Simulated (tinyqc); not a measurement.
Hubbard chain of 4 sites, step by step. One step of it, computed by the program tinyqc.

Question. Mean-field iteration 2. H(up) = T + U n(down), H(down) = T + U n(up); fill the lowest levels; n(new) = n + mixing (n(out) - n); E = tr T (rho up + rho down) + U sum n_up n_down of the output.

one-body matrix (hopping and site energies) (eV), lower triangle:
```
           1          2          3          4
1  -0.350000
2  -1.350000  -0.890000
3   0.000000  -1.350000   0.130000
4   0.000000   0.000000  -1.350000  -0.940000
```

U = 6.800000 eV

electrons, up and down: 2  2

mixing = 0.200000

n(up) after iteration 1: 1 0.544374, 2 0.457099, 3 0.528900, 4 0.469627

n(down) after iteration 1: 1 0.409516, 2 0.577477, 3 0.413031, 4 0.599977

Give: levels, up; levels, down; energy; n(up) after iteration 2; n(down) after iteration 2.

Answer.

levels, up (eV): 0.7238  1.9811  3.7111  5.1341

levels, down (eV): 0.6277  1.8203  3.8712  5.2308

energy = -1.7715 eV

n(up) after iteration 2: 1 0.5644, 2 0.4480, 3 0.5308, 4 0.4568

n(down) after iteration 2: 1 0.3802, 2 0.5970, 3 0.3889, 4 0.6340
